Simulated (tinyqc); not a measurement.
## Well width from the intersubband spacing

Problem. In an empty well of width L and depth Vb, level k solves kw L/2 = (k - 1) pi/2 + arctan(sqrt((mw/mb)(Vb - E)/E)) with kw = sqrt(mw E/C), C = hbar^2/(2 m0). Find L, E1 and E2 from the spacing.

Inputs (values chosen for the exercise); material values those of a made-up well: mass along z in the well mw = 0.0641 m0; mass along z in the barriers mb = 0.111 m0; barrier height Vb = 0.136 eV.

Constants: q = 1.602176634e-19 C, hbar = 1.054571817e-34 J s, m0 = 9.1093837015e-31 kg, hbar^2/(2 m0) = 0.0380998212 eV nm^2. Results are converted to the units shown.

E2 - E1 = 12.028629 meV

Answer. Both levels are solved for trial widths until their difference matches. A second level is bound only for L above 6.57 nm, and over that range one width gives this spacing.

L = 32.8 nm
E1 = 4.00 meV
E2 = 16.0 meV

Program tinyqc, `OMP_NUM_THREADS=1 python tinyqc.py 2140031 2140032 out.jsonl`; Intel Xeon 2.30GHz, shared host, one thread, about 1 s.
